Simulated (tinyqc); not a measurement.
Thickness series: Landau-Devonshire theory of a uniaxial ferroelectric. Computed by tinyqc, a small Python program. Command: `OMP_NUM_THREADS=1 python tinyqc.py 3000533 3000534 out.jsonl ferro walk`. One thread of a shared host (Intel(R) Xeon(R) Processor @ 2.30GHz), about 0.01 s of CPU time with the checks.

G(P) = (alpha/2) P^2 + (beta*/4) P^4 + (gamma/6) P^6 - E P per volume, SI units, one domain, P along the polar axis.

Inputs (values chosen for the exercise, for a model ferroelectric):
```
quantity                          value             unit
alpha_0                          487000      J m/(C^2 K)
Curie-Weiss temperature T0          760                K
beta                           2.39e+08        J m^5/C^4
gamma                          6.17e+08        J m^9/C^6
temperature T                       461                K
film thickness d                     15               nm
screening length lambda          0.0055               nm
background permittivity eps_b        20                -
series capacitance C_d              2.2  microfarad/cm^2
```

Sample: free crystal.

Constants: eps_0 = 8.8541878128e-12 F/m.

Method:
- alpha = alpha_0 (T - T0*), T0* = T0, beta* = beta.
- Ps^2 = [-beta* + sqrt(beta*^2 - 4 alpha gamma)]/(2 gamma).
- chi = 1/(eps_0 G''), G'' = alpha + 3 beta* P^2 + 5 gamma P^4 at Ps. Ps, chi and the coercive field are for perfect screening, without a depolarising field. The intrinsic coercive field is |alpha P + beta* P^3 + gamma P^5| at the P_c where G'' = 0. 1 C/m^2 = 100 microcoulomb/cm^2.
- Between shorted electrodes with screening length lambda each, the depolarising field is -k P, k = 2 lambda/(eps_0 (d + 2 lambda eps_b)), so alpha turns into alpha + k.
- The polar state is the lowest uniform state while alpha + k < 0 (beta* > 0) or < 3 beta*^2/(16 gamma) (beta* < 0); setting the equality gives the critical thickness d_c.
- Domains are left out, though they can pre-empt both the loss of P and the state at P = 0. The second and third columns are for the shorted capacitor, polar only where it is the lowest uniform state: alpha + k < 0 (beta* > 0) or < 3 beta*^2/(16 gamma) (beta* < 0). The last column is another circuit, the film in series with C_d at P = 0: 1/C = (alpha d)/(1 + alpha eps_0 eps_b) + 1/C_d, and P = 0 is locally stable while 1/C > 0; a dash marks the rest.

alpha = -1.45613e+08 J m/C^2

beta* = 2.39e+08 J m^5/C^4

critical thickness d_c = 8.31186 nm

spontaneous polarisation Ps = 57.3852 microcoulomb/cm^2

Against thickness:
```
d (nm)  P (microcoulomb/cm^2)  depolarising field (MV/m)  C of the stack / C_d
1                       0.000                      0.000                1.0033
2                       0.000                      0.000                1.0066
3                       0.000                      0.000                1.0100
5                       0.000                      0.000                1.0167
8                       0.000                      0.000                1.0270
15                     42.674                     34.833                1.0519
30                     51.104                     21.009                1.1094
60                     54.433                     11.230                1.2458
150                    56.243                      4.651                1.9733
```

What follows from these numbers?

The polar state appears between 8 and 15 nm (d_c = 8.31 nm), and at 150 nm P is 98.0 % of Ps. The stack exceeds C_d wherever it is stable, up to 1.97 times: the ferroelectric held at P = 0 acts as a negative capacitance.

Extremes, crossings and ranges named in words are read from the listed rows.
